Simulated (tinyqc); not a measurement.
Stress in a transistor channel from embedded alloy regions, liners and fins, by half-space elasticity: one step, computed by the program tinyqc. Command: `OMP_NUM_THREADS=1 python tinyqc.py 3006140 3006141 out.jsonl stressor walk`. One thread of a shared host (Intel(R) Xeon(R) Processor @ 2.30GHz), about 0.01 s of CPU time with the checks.

Plane strain in an isotropic half-space, the same constants everywhere; x along the channel from its centre, y downwards from the free surface; stress is positive in tension.

Question. Stress at the centre of the channel. A line element dA of misfit at (a, c) in the half-space gives, with C = E e/(2 pi (1 - nu)), X = x - a, r1^2 = X^2 + (y - c)^2, r2^2 = X^2 + Y^2, Y = y + c: s_xx = -C dA {[X^2 - (y - c)^2]/r1^4 + 3 [X^2 - Y^2]/r2^4 + 4 y Y (Y^2 - 3 X^2)/r2^6}, s_yy = C dA {[X^2 - (y - c)^2]/r1^4 - [X^2 - Y^2]/r2^4 + 4 y Y (Y^2 - 3 X^2)/r2^6}. These are integrated over two rectangles, L/2 < |a| < L/2 + S, 0 < c < d (closed form in a, 200 Gauss-Legendre points in c).

Inputs (values chosen for the exercise, modelled on silicon):

| quantity | value | unit |
|---|---|---|
| Young's modulus E | 173 | GPa |
| Poisson ratio nu | 0.22 | - |
| channel length L | 90 | nm |
| length of each stressor S | 35 | nm |
| recess depth d | 70 | nm |
| depth of the field point y | 3.6 | nm |

Stressor: Si(1-x)Ge(x) source and drain.

misfit e = 0.01445

stress of a blanket film = -3.204936 GPa

Give: s_xx; s_yy; s_xx over the blanket-film stress.

Answer.

s_xx = -992.8 MPa

s_yy = -0.5132 MPa

s_xx over the blanket-film stress = 0.3098

The channel is compressed along its length; s_yy is 5.2e-4 of s_xx in size and vanishes at the surface.
